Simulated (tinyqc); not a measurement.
CIS and TDHF on RHF in the sto-3g basis, for BeH2, spin multiplicity 1, step by step. One step of it, computed by the program tinyqc.

Question. CIS singlet states. Diagonalise A (1 hartree = 27.211386 eV); each vector has its largest component positive (the first on a tie). The transition dipole is mu = sqrt2 sum c_ia <i|r|a>.

CIS matrix A, singlet (hartree), lower triangle:
```
           1>4       1>5        1>6        1>7        2>4       2>5        2>6        2>7
1>4   4.186098
1>5   0.000000  4.187995
1>6  -0.015107  0.000000   4.597243
1>7   0.000000  0.000000   0.000000   5.046012
2>4   0.038849  0.000000   0.005650   0.000000   0.405898
2>5   0.000000  0.039612   0.000000   0.000000   0.000000  0.408543
2>6   0.005211  0.000000   0.001222   0.000000  -0.007152  0.000000   0.738982
2>7   0.000000  0.000000   0.000000   0.022594   0.000000  0.000000   0.000000   1.220959
3>4   0.000000  0.000000   0.000000   0.001422   0.000000  0.000000   0.000000   0.005145
3>5   0.000000  0.000000   0.000000   0.000000   0.000000  0.000000   0.000000   0.000000
3>6   0.000000  0.000000   0.000000  -0.018822   0.000000  0.000000   0.000000  -0.020415
3>7   0.000815  0.000000  -0.017907   0.000000  -0.004182  0.000000  -0.003175   0.000000

           3>4       3>5       3>6       3>7
3>4   0.313586
3>5   0.000000  0.315382
3>6  -0.012753  0.000000  0.709164
3>7   0.000000  0.000000  0.000000  1.215207
```

dipole integrals <i|r|a> (bohr):
```
            x          y          z
1>4  0.000000   0.000000   0.150736
1>5  0.152435   0.000000   0.000000
1>6  0.000000   0.000000   0.022440
1>7  0.000000   0.131115   0.000000
2>4  0.000000   0.000000   0.961318
2>5  0.966724   0.000000   0.000000
2>6  0.000000   0.000000   0.060741
2>7  0.000000  -0.518481   0.000000
3>4  0.000000   0.044828   0.000000
3>5  0.000000   0.000000   0.000000
3>6  0.000000  -1.019140   0.000000
3>7  0.000000   0.000000  -0.192031
```

Give: singlet excitation energies; lowest vectors; oscillator strengths 2/3 w |mu|^2.

Answer.

singlet excitation energies (eV): 8.5213  8.5820  11.0291  11.1057  19.2840  20.1122  33.0660  33.2432  113.9056  113.9724  125.1151  137.3149

lowest vectors:
```
     state 1  state 2  state 3  state 4  state 5  state 6
1>4   0.0000   0.0000  -0.0103   0.0000   0.0000  -0.0013
1>5   0.0000   0.0000   0.0000  -0.0105   0.0000   0.0000
1>6   0.0000   0.0000  -0.0014   0.0000   0.0000  -0.0003
1>7  -0.0001   0.0000   0.0000   0.0000   0.0041   0.0000
2>4   0.0000   0.0000   0.9997   0.0000   0.0000  -0.0217
2>5   0.0000   0.0000   0.0000   0.9999   0.0000   0.0000
2>6   0.0000   0.0000   0.0216   0.0000   0.0000   0.9997
2>7  -0.0049   0.0000   0.0000   0.0000   0.0399   0.0000
3>4   0.9995   0.0000   0.0000   0.0000  -0.0317   0.0000
3>5   0.0000   1.0000   0.0000   0.0000   0.0000   0.0000
3>6   0.0319   0.0000   0.0000   0.0000   0.9987   0.0000
3>7   0.0000   0.0000   0.0052   0.0000   0.0000   0.0065
```

oscillator strengths 2/3 w |mu|^2: 0.0001  0.0000  0.4978  0.5068  1.0208  0.0015
